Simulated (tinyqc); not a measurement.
Remanence, coercive field and barrier from the coefficients.

Question. u = al P^2 + be P^4 - E P (P in uC/cm^2, E in kV/cm, u in mJ/cm^3). Find Pr, the polarisation Pc at which dE/dP = 0, Ec and the barrier u(0) - u(Pr).

al = -56.832917 kV cm/uC
be = 0.0030833831 kV cm^5/uC^3

Answer. Pr^2 = -al/(2 be), Pc^2 = -al/(6 be), Ec = -(4/3) al Pc and the barrier is al^2/(4 be).

Pr = 96.00 uC/cm^2
Pc = 55.43 uC/cm^2
Ec = 4200 kV/cm
barrier = 2.619e5 mJ/cm^3

Program tinyqc, `OMP_NUM_THREADS=1 python tinyqc.py 2860148 2860149 out.jsonl`; Intel Xeon 2.30GHz, shared host, one thread, about 0.01 s.
